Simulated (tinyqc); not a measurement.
Six-band Luttinger-Kohn model with strain, step by step. Values are carried at full precision from step to step, so a last printed digit may differ when a step is redone from the rounded ones.

Constants: hbar^2/2m0 = 3.80998211 eV angstrom^2.

Parameters, chosen for this exercise (near those of Si; the results hold for these values, not for the real material): C11 = 162.7 GPa; C12 = 65 GPa; C44 = 81.3 GPa; load = uniaxial [110] (kind of stress); X = -2.15 GPa (stress); Dso = 0.045 eV (spin-orbit splitting); g1 = 4.29 (Luttinger gamma1); g2 = 0.34 (gamma2); g3 = 1.46 (gamma3); av = 2.42 eV (valence hydrostatic potential); b = -2.14 eV (tetragonal shear potential); d = -4.88 eV (trigonal shear potential); k = (0.042, 0.001, 0) 1/angstrom (wave vector); kmax = 0.08 1/angstrom (end of the path).

## Strain from a uniaxial [110] stress

s11 = (C11 + C12)/((C11 - C12)(C11 + 2 C12)), s12 = -C12/((C11 - C12)(C11 + 2 C12)), s44 = 1/C44; exx = s11 sxx + s12 (syy + szz) and cyclic, exy = s44 sxy/2; tension is positive. A uniaxial stress X along the unit vector n is s_ij = X n_i n_j.

s11, s12, s44 (1/TPa): 7.9624  -2.2730  12.3001

strain tensor:
```
           x          y         z
x  -0.006116  -0.006611  0.000000
y  -0.006611  -0.006116  0.000000
z   0.000000   0.000000  0.004887
```

The volume changes by -0.735 %; there is shear in the cubic axes, so d enters.

## The terms P, Q, R, S at one k

P = c g1 k^2 - av tr(e); Q = c g2 (kx^2 + ky^2 - 2 kz^2) - (b/2)(exx + eyy - 2 ezz); R = c sqrt3 [-g2 (kx^2 - ky^2) + 2i g3 kx ky] + (sqrt3/2) b (exx - eyy) - i d exy; S = 2 c sqrt3 g3 (kx - i ky) kz - d (exz - i eyz); c = hbar^2/2m0, e the strain tensor (not engineering shear).

Form the four terms.

Terms (eV):

| term | from k | from strain |
|---|---|---|
| P | 0.02885 | 0.01778 |
| Q | 0.00229 | -0.02355 |
| R | -0.00396+0.00081i | -0.03226i |
| S | 0.00000 | 0.00000 |

## The Hamiltonian

Six-band Luttinger-Kohn model in the basis |3/2,3/2>, |3/2,1/2>, |3/2,-1/2>, |3/2,-3/2>, |1/2,1/2>, |1/2,-1/2>, electron energies, zero at the top of the unstrained valence band. H = -[rows: (P+Q, -S, R, 0, -S/r2, r2 R); (-S*, P-Q, 0, R, -r2 Q, r32 S); (R*, 0, P-Q, S, r32 S*, r2 Q); (0, R*, S*, P+Q, -r2 R*, -S*/r2); (-S*/r2, -r2 Q, r32 S, -r2 R, P+Dso, 0); (r2 R*, r32 S*, r2 Q, -S/r2, 0, P+Dso)], r2 = sqrt(2), r32 = sqrt(3/2). Levels are twofold.

Each term is the sum of its two parts.

H(k) (eV), lower triangle (Hermitian):
```
                 3/2,3/2         3/2,1/2  3/2,-1/2         3/2,-3/2  1/2,1/2  1/2,-1/2
3/2,3/2          -0.0254
3/2,1/2                0         -0.0679
3/2,-1/2  0.0040-0.0315i               0   -0.0679
3/2,-3/2               0  0.0040-0.0315i         0          -0.0254
1/2,1/2                0         -0.0301         0  -0.0056-0.0445i  -0.0916
1/2,-1/2  0.0056-0.0445i               0    0.0301                0        0   -0.0916
```

## Levels and their make-up

Diagonalise H. The weights add +m and -m and are averaged over each pair; m is taken along z.

levels from the top, each twofold (eV): 0.0179  -0.0841  -0.1187

weights:
```
               top  second  third
|3/2,+-3/2>  0.609   0.291  0.100
|3/2,+-1/2>  0.196   0.695  0.109
|1/2,+-1/2>  0.194   0.014  0.792
```

The top pair is 61 % |3/2,+-3/2>, the second pair is 70 % |3/2,+-1/2> and the third pair is 79 % |1/2,+-1/2>.

## Band edges at k = 0
Diagonalise H at k = 0. The weights add +m and -m (m along z) and are averaged over each pair.

edges from the top (eV): 0.0499  -0.0560  -0.0923

weights at k = 0:
```
               top  second  third
|3/2,+-3/2>  0.609   0.314  0.077
|3/2,+-1/2>  0.192   0.650  0.157
|1/2,+-1/2>  0.198   0.035  0.766
```

The stress splits the top two pairs by 105.9 meV, 4.10 times kT at 300 K (25.85 meV); the third lies 142.2 meV below the top, against Dso = 45 meV without stress.

## Hole masses at the edges

Curvature at k = 0: m/m0 = -2 c h^2/(E(h u) + E(-h u) - 2 E(0)) with h = 0.0002 1/angstrom along the unit vector u.

Hole masses (m0):

| direction | top | second | third |
|---|---|---|---|
| [110] | 0.113 | 0.781 | 0.363 |
| [1-10] | 2.491 | 0.136 | 0.196 |
| [100] | 0.216 | 0.231 | 0.255 |
| [001] | 0.275 | 0.237 | 0.199 |

Of the directions listed, the top pair is lightest along [110] (0.113) and heaviest along [1-10] (2.491). These masses hold only for hole energies well below the splitting of 106 meV.

## Bands along [110] and [001]

Six points from 0 to kmax in each direction.

Levels (eV):

| direction | \|k\| (1/angstrom) | top | second | third | top, no stress | second, no stress |
|---|---|---|---|---|---|---|
| [110] | 0.000 | 0.0499 | -0.0560 | -0.0923 | 0.0000 | 0.0000 |
| [110] | 0.016 | 0.0413 | -0.0572 | -0.0950 | -0.0016 | -0.0065 |
| [110] | 0.032 | 0.0157 | -0.0603 | -0.1039 | -0.0056 | -0.0234 |
| [110] | 0.048 | -0.0259 | -0.0652 | -0.1202 | -0.0100 | -0.0454 |
| [110] | 0.064 | -0.0612 | -0.0923 | -0.1457 | -0.0141 | -0.0714 |
| [110] | 0.080 | -0.0674 | -0.1553 | -0.1895 | -0.0177 | -0.1034 |
| [001] | 0.000 | 0.0499 | -0.0560 | -0.0923 | 0.0000 | 0.0000 |
| [001] | 0.016 | 0.0464 | -0.0601 | -0.0972 | -0.0035 | -0.0048 |
| [001] | 0.032 | 0.0358 | -0.0721 | -0.1122 | -0.0141 | -0.0191 |
| [001] | 0.048 | 0.0181 | -0.0916 | -0.1378 | -0.0317 | -0.0419 |
| [001] | 0.064 | -0.0067 | -0.1179 | -0.1746 | -0.0563 | -0.0719 |
| [001] | 0.080 | -0.0385 | -0.1510 | -0.2227 | -0.0880 | -0.1080 |

## Checks

- Levels against the same model in the basis X, Y, Z times spin: they agree to 1e-10 or better.

tinyqc: `OMP_NUM_THREADS=1 python tinyqc.py 1080530 1080531 out.jsonl`; about 0.04 s, one thread, shared Intel(R) Xeon(R) Processor @ 2.30GHz.
